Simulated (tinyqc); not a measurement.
Inside a calculation. Method: UHF in the sto-3g basis, for H3-, spin multiplicity 1. The basis has no diffuse functions, so it cannot describe the extra electron: this is an exercise in the method, not the real anion. This run ends on a higher stationary point, not on the lowest solution. Computed by tinyqc, a small Python program that keeps every step (integrals from PySCF). Settings: charge = -1, multiplicity = 1, basis = sto-3g, energy threshold = 1e-08, iteration cap = 63, orthogonalisation = canonical, start = core, DIIS depth = 3, method = UHF, break = 0.2. Command: `OMP_NUM_THREADS=1 python tinyqc.py 24558 24559 out.jsonl` (the two numbers bound the seeds that draw the settings). One thread of a shared host (Intel(R) Xeon(R) Processor @ 2.60GHz), about 0.2 s of CPU time with the checks. Later iterations appear only in the table of the cycle.

## One-electron integrals

Geometry (angstrom):
```
atom        x        y        z
H     0.00000  0.00000  0.00000
H     0.00000  0.00000  1.08100
H     0.00000  0.93600  0.54100
```

Basis sto-3g: exponents (1/bohr^2) and contraction coefficients of normalised primitives:
```
element  l (shell)  exponent  coefficient
H            s (1)   3.42525      0.15433
H            s (1)   0.62391      0.53533
H            s (1)   0.16886      0.44463
```

Overlap, kinetic and nuclear-attraction integrals over the contracted functions; the nuclear repulsion is the sum of Za Zb / Rab.

nuclear repulsion = 1.4687129 hartree

overlap S:
```
         1H 1s    2H 1s    3H 1s
1H 1s  1.00000  0.45007  0.45002
2H 1s  0.45007  1.00000  0.45030
3H 1s  0.45002  0.45030  1.00000
```

kinetic energy T (hartree):
```
         1H 1s    2H 1s    3H 1s
1H 1s  0.76003  0.08396  0.08393
2H 1s  0.08396  0.76003  0.08408
3H 1s  0.08393  0.08408  0.76003
```

nuclear attraction V (hartree):
```
          1H 1s     2H 1s     3H 1s
1H 1s  -2.18375  -0.92662  -0.92649
2H 1s  -0.92662  -2.18395  -0.92715
3H 1s  -0.92649  -0.92715  -2.18391
```

core Hamiltonian H = T + V (hartree):
```
          1H 1s     2H 1s     3H 1s
1H 1s  -1.42372  -0.84266  -0.84256
2H 1s  -0.84266  -1.42392  -0.84306
3H 1s  -0.84256  -0.84306  -1.42388
```

## Two-electron integrals

Functions are numbered as in S; the eight-fold symmetry (ij|kl) = (ji|kl) = (kl|ij) leaves the list below.

Two-electron integrals (ij|kl) in chemists' order, unique and non-zero (hartree):
```
(11|11) 0.77461   (21|11) 0.27349   (21|21) 0.12711   (22|11) 0.45246
(22|21) 0.27349   (22|22) 0.77461   (31|11) 0.27345   (31|21) 0.11332
(31|22) 0.21460   (31|31) 0.12708   (32|11) 0.21468   (32|21) 0.11338
(32|22) 0.27366   (32|31) 0.11337   (32|32) 0.12725   (33|11) 0.45243
(33|21) 0.21462   (33|22) 0.45259   (33|31) 0.27345   (33|32) 0.27366
(33|33) 0.77461
```

## Orthogonalisation

S = U s U^T; canonical form X = U s^(-1/2), so that X^T S X = 1. Each column of U has its largest component positive (the first on a tie).

eigenvalues of S: 0.54970  0.55004  1.90026

X:
```
              1         2        3
1H 1s  -0.10442   1.09603  0.41877
2H 1s   1.00161  -0.45753  0.41886
3H 1s  -0.89725  -0.63830  0.41884
```

## Starting guess

The start is the orbitals of the core Hamiltonian, with HOMO and LUMO mixed by +/-0.2 rad for the two spins; D(s) = C_occ C_occ^T for each spin.

D(alpha) at the start:
```
          1H 1s     2H 1s     3H 1s
1H 1s   1.28507  -0.08729  -0.67144
2H 1s  -0.08729   0.23769   0.37592
3H 1s  -0.67144   0.37592   0.82158
```

D(beta) at the start:
```
          1H 1s     2H 1s     3H 1s
1H 1s   1.37425  -0.53342  -0.31443
2H 1s  -0.53342   0.59454   0.46504
3H 1s  -0.31443   0.46504   0.37555
```

## Iteration 1: building the Fock matrix

J_ij = sum D_kl (ij|kl) with D = D(alpha) + D(beta), K_ij = sum D_kl (ik|jl) for each spin; F = H + J - K(s); E = tr D H + tr D J / 2 - 0.5 sum_s tr D(s) K(s) + E_nn.

Coulomb J (hartree):
```
         1H 1s    2H 1s    3H 1s
1H 1s  2.46050  1.02131  1.03259
2H 1s  1.02131  2.08733  0.97600
3H 1s  1.03259  0.97600  2.16180
```

exchange K(alpha) (hartree):
```
         1H 1s    2H 1s    3H 1s
1H 1s  0.80028  0.36208  0.30857
2H 1s  0.36208  0.45775  0.40462
3H 1s  0.30857  0.40462  0.64869
```

exchange K(beta) (hartree):
```
         1H 1s    2H 1s    3H 1s
1H 1s  0.82946  0.32126  0.34124
2H 1s  0.32126  0.57446  0.41277
3H 1s  0.34124  0.41277  0.50281
```

F(alpha) (hartree):
```
          1H 1s     2H 1s     3H 1s
1H 1s   0.23650  -0.18343  -0.11854
2H 1s  -0.18343   0.20566  -0.27169
3H 1s  -0.11854  -0.27169   0.08923
```

F(beta) (hartree):
```
          1H 1s     2H 1s     3H 1s
1H 1s   0.20732  -0.14261  -0.15121
2H 1s  -0.14261   0.08895  -0.27984
3H 1s  -0.15121  -0.27984   0.23512
```

total energy of this density = -0.8113767 hartree

## Iteration 1: diagonalisation and new density

Diagonalise F' = X^T F X, C = X C', fill 2 alpha and 2 beta electrons from the bottom; D(s) = C_occ C_occ^T. Each column has its largest component positive (the first on a tie).

F' = X^T F X (alpha) (hartree):
```
          1         2         3
1   0.78522  -0.10950   0.01135
2  -0.10950   0.55466   0.09819
3   0.01135   0.09819  -0.10805
```

orbital energies (alpha) (hartree): MO1 -0.12311, MO2 0.52526, MO3 0.82967

coefficients C (alpha):
```
           MO1       MO2       MO3
1H 1s  0.25481   1.02406  -0.52339
2H 1s  0.45155   0.02313   1.08792
3H 1s  0.53565  -0.86053  -0.60039
```

F' = X^T F X (beta) (hartree):
```
          1        2         3
1   0.78525  0.10945  -0.06248
2   0.10945  0.55463   0.07655
3  -0.06248  0.07655  -0.10805
```

orbital energies (beta) (hartree): MO1 -0.12299, MO2 0.52493, MO3 0.82989

coefficients C (beta):
```
           MO1       MO2       MO3
1H 1s  0.26822   1.11098  -0.28521
2H 1s  0.55458  -0.71517  -0.75431
3H 1s  0.41940  -0.21139   1.08043
```

D(alpha) after iteration 1:
```
          1H 1s    2H 1s     3H 1s
1H 1s   1.11363  0.13875  -0.74475
2H 1s   0.13875  0.20444   0.22197
3H 1s  -0.74475  0.22197   1.02744
```

D(beta) after iteration 1:
```
          1H 1s     2H 1s     3H 1s
1H 1s   1.30622  -0.64579  -0.12236
2H 1s  -0.64579   0.81902   0.38376
3H 1s  -0.12236   0.38376   0.22058
```

## Iteration 2: building the Fock matrix

As before.

Coulomb J (hartree):
```
         1H 1s    2H 1s    3H 1s
1H 1s  2.41067  1.02150  1.02466
2H 1s  1.02150  2.13453  0.98368
3H 1s  1.02466  0.98368  2.16441
```

exchange K(alpha) (hartree):
```
         1H 1s    2H 1s    3H 1s
1H 1s  0.73807  0.38590  0.29538
2H 1s  0.38590  0.45915  0.39325
3H 1s  0.29538  0.39325  0.70903
```

exchange K(beta) (hartree):
```
         1H 1s    2H 1s    3H 1s
1H 1s  0.81076  0.31770  0.35351
2H 1s  0.31770  0.65758  0.40310
3H 1s  0.35351  0.40310  0.43777
```

F(alpha) (hartree):
```
          1H 1s     2H 1s     3H 1s
1H 1s   0.24888  -0.20706  -0.11327
2H 1s  -0.20706   0.25147  -0.25264
3H 1s  -0.11327  -0.25264   0.03150
```

F(beta) (hartree):
```
          1H 1s     2H 1s     3H 1s
1H 1s   0.17619  -0.13885  -0.17140
2H 1s  -0.13885   0.05303  -0.26248
3H 1s  -0.17140  -0.26248   0.30277
```

total energy of this density = -0.8637562 hartree

## Iteration 2: DIIS over 2 matrices

error matrix X^T (FDS - SDF) X (alpha):
```
          1         2         3
1   0.00000  -0.08564   0.02657
2   0.08564   0.00000  -0.01351
3  -0.02657   0.01351   0.00000
```

B (overlaps of the stored error matrices):
```
               1              2
1  1.6890353e-02  2.0424953e-02
2  2.0424953e-02  2.9138758e-02
```

Minimise |sum c_i e_i|^2 with sum c_i = 1: solve [B -1; -1 0][c; lambda] = [0; -1] with B_ij = tr e_i^T e_j summed over both spins, and take F = sum c_i F_i.

DIIS coefficients: 1.68246  -0.68246

extrapolated F(alpha) (hartree):
```
          1H 1s     2H 1s     3H 1s
1H 1s   0.22805  -0.16731  -0.12214
2H 1s  -0.16731   0.17440  -0.28469
3H 1s  -0.12214  -0.28469   0.12863
```

extrapolated F(beta) (hartree):
```
          1H 1s     2H 1s     3H 1s
1H 1s   0.22856  -0.14518  -0.13744
2H 1s  -0.14518   0.11347  -0.29168
3H 1s  -0.13744  -0.29168   0.18895
```

## Iteration 2: diagonalisation and new density

As before.

F' = X^T F X (alpha) (hartree):
```
          1         2         3
1   0.80480  -0.04690  -0.00921
2  -0.04690   0.53528   0.09936
3  -0.00921   0.09936  -0.10828
```

orbital energies (alpha) (hartree): MO1 -0.12327, MO2 0.54161, MO3 0.81347

coefficients C (alpha):
```
           MO1       MO2       MO3
1H 1s  0.25052   1.10905  -0.30791
2H 1s  0.48465  -0.20514   1.05405
3H 1s  0.50724  -0.71999  -0.78245
```

F' = X^T F X (beta) (hartree):
```
          1        2         3
1   0.79731  0.05648  -0.04304
2   0.05648  0.54285   0.10134
3  -0.04304  0.10134  -0.10835
```

orbital energies (beta) (hartree): MO1 -0.12659, MO2 0.54860, MO3 0.80979

coefficients C (beta):
```
           MO1       MO2       MO3
1H 1s  0.23855   1.14877  -0.10481
2H 1s  0.53913  -0.56719  -0.88070
3H 1s  0.46182  -0.37798   1.01576
```

D(alpha) after iteration 2:
```
          1H 1s     2H 1s     3H 1s
1H 1s   1.29276  -0.10610  -0.67143
2H 1s  -0.10610   0.27697   0.39354
3H 1s  -0.67143   0.39354   0.77568
```

D(beta) after iteration 2:
```
          1H 1s     2H 1s     3H 1s
1H 1s   1.37658  -0.52296  -0.32404
2H 1s  -0.52296   0.61237   0.46337
3H 1s  -0.32404   0.46337   0.35615
```

## Iteration 25 (converged): orbitals

converged F(alpha) (hartree):
```
          1H 1s     2H 1s     3H 1s
1H 1s   0.22663  -0.14441  -0.14457
2H 1s  -0.14441   0.15237  -0.28469
3H 1s  -0.14457  -0.28469   0.15238
```

converged F(beta) (hartree):
```
          1H 1s     2H 1s     3H 1s
1H 1s   0.22663  -0.14439  -0.14459
2H 1s  -0.14439   0.15247  -0.28469
3H 1s  -0.14459  -0.28469   0.15228
```

As before.

F' = X^T F X (alpha) (hartree):
```
          1        2         3
1   0.79281  0.02374  -0.00930
2   0.02374  0.54706   0.09840
3  -0.00930  0.09840  -0.10806
```

orbital energies (alpha) (hartree): MO1 -0.12269, MO2 0.55942, MO3 0.79509

coefficients C (alpha):
```
           MO1       MO2       MO3
1H 1s  0.25298   1.15046  -0.00059
2H 1s  0.49492  -0.48365  -0.95349
3H 1s  0.49499  -0.48256   0.95395
```

F' = X^T F X (beta) (hartree):
```
          1        2         3
1   0.79282  0.02370  -0.00921
2   0.02370  0.54705   0.09841
3  -0.00921  0.09841  -0.10806
```

orbital energies (beta) (hartree): MO1 -0.12269, MO2 0.55942, MO3 0.79509

coefficients C (beta):
```
           MO1       MO2       MO3
1H 1s  0.25298   1.15046  -0.00048
2H 1s  0.49481  -0.48353  -0.95360
3H 1s  0.49510  -0.48268   0.95384
```

D(alpha) after iteration 25:
```
          1H 1s     2H 1s     3H 1s
1H 1s   1.38756  -0.43121  -0.42994
2H 1s  -0.43121   0.47886   0.47837
3H 1s  -0.42994   0.47837   0.47788
```

D(beta) after iteration 25:
```
          1H 1s     2H 1s     3H 1s
1H 1s   1.38756  -0.43111  -0.43005
2H 1s  -0.43111   0.47864   0.47837
3H 1s  -0.43005   0.47837   0.47810
```

## Convergence

Stop when the energy changes by less than 1e-08 hartree and every element of the error matrix X^T (F D S - S D F) X (for each spin) is below 3e-05.

Course of the cycle:
```
iteration  E (hartree)     change  largest element of the error matrix
1           -0.8113767          -                             5.60e-02
2           -0.8637562  -5.24e-02                             8.56e-02
3           -0.8101073   5.36e-02                             6.05e-02
4           -0.8106226  -5.15e-04                             6.25e-02
5           -0.7938578   1.68e-02                             3.17e-02
6           -0.7908082   3.05e-03                             1.06e-02
7           -0.7935403  -2.73e-03                             3.02e-02
8           -0.7936177  -7.74e-05                             1.31e-02
9           -0.7878190   5.80e-03                             4.22e-03
10          -0.7877057   1.13e-04                             1.68e-03
11          -0.7877138  -8.14e-06                             8.58e-04
12          -0.7877119   1.89e-06                             6.25e-04
13          -0.7877123  -3.35e-07                             6.87e-04
14          -0.7877110   1.22e-06                             3.34e-04
15          -0.7877118  -7.55e-07                             3.37e-04
16          -0.7877126  -7.65e-07                             3.55e-04
17          -0.7877128  -2.75e-07                             4.63e-04
18          -0.7877118   1.03e-06                             1.11e-04
19          -0.7877118   3.70e-08                             9.29e-05
20          -0.7877118   1.89e-08                             3.34e-05
21          -0.7877118  -7.58e-09                             4.95e-05
22          -0.7877118  -6.69e-10                             5.07e-05
23          -0.7877118  -1.70e-08                             6.22e-05
24          -0.7877118   1.95e-08                             4.34e-05
25          -0.7877118   6.11e-09                             1.89e-05
```

PySCF UHF in the same basis, after a stability check = -0.9581758 hartree

Converged in 25 iterations. But the solution lies 0.17046 hartree above the reference: it is another stationary point, not the lowest one. Reruns (cap 100 unless said): DIIS 8: converged in 13 to a higher stationary point; damping 0.5: not converged; level shift 0.5: not converged; atomic densities as start, DIIS 8: converged in 12 to a higher stationary point.

## Populations, bond orders and dipole

Mulliken: Z minus the diagonal of D S on the atom; Loewdin: the same with S^(1/2) D S^(1/2); Mayer order: 2 sum_s sum (D(s) S)_ij (D(s) S)_ji over the two atoms.

Charges (e):
```
atom  Mulliken   Loewdin  Mulliken spin
1H    -1.00000  -1.00000      -5.22e-08
2H    -0.00021  -0.00027        0.00017
3H     0.00021   0.00027       -0.00017
```

Mayer bond orders:
```
pair     order
2-1   4.63e-07
3-1   4.64e-07
3-2    1.00000
```

dipole moment about the origin, x y z (debye): 0.00000  0.00095  -0.00055

<S^2> of the determinant (pure state: 0) = 2.76e-08
